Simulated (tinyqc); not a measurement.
Gate-all-around wire, scale length and short-channel effects: two steps of the calculation.

A round wire of diameter ts in an insulator shell of thickness ti under a surrounding gate. Below threshold the potential that source and drain add obeys Laplace's equation and vanishes on the gate. Its lowest mode decays along the channel as exp(-k y); k is the smallest positive root of the matching condition at the interface, and the scale length is Lambda = pi/k.

Parameters, values chosen for the exercise; permittivities: semiconductor close to that of silicon, insulator close to that of aluminium oxide:
```
symbol,value,unit,meaning
eps_r,11.7,,relative permittivity of the semiconductor
ei,9.11,,relative permittivity of the insulator
ti,2,nm,insulator thickness
ts,6.2,nm,wire diameter
```

Task 1. Decay constant by Newton steps. f(k) = ei J0(u)[J1(u) Y0(v) - Y1(u) J0(v)] - eps_r J1(u)[J0(u) Y0(v) - Y0(u) J0(v)], u = k ts/2, v = u + k ti; f' by a central difference with +/- 1e-5 1/nm; k(new) = k - f/f'.

k at the start = 0.4875 1/nm

Wanted: f; f'; k after iteration 1.

Result 1.

f = -0.54896
f' = -9.4881 nm
k after iteration 1 = 0.42964 1/nm

Task 2. Scale length against simple estimates. Lambda = pi/k and l = 1/k. A parabolic potential across the structure gives l(parabolic) = sqrt([2 eps_r ts^2 ln(1 + 2 ti/ts) + ei ts^2]/(16 ei)).

k = 0.43855879 1/nm

Wanted: Lambda; l; l(parabolic).

Result 2.

Lambda = 7.163 nm
l = 2.280 nm
l(parabolic) = 2.340 nm

Program tinyqc, `OMP_NUM_THREADS=1 python tinyqc.py 2420147 2420148 out.jsonl`; Intel Xeon 2.30GHz, shared host, one thread, about 0.01 s.
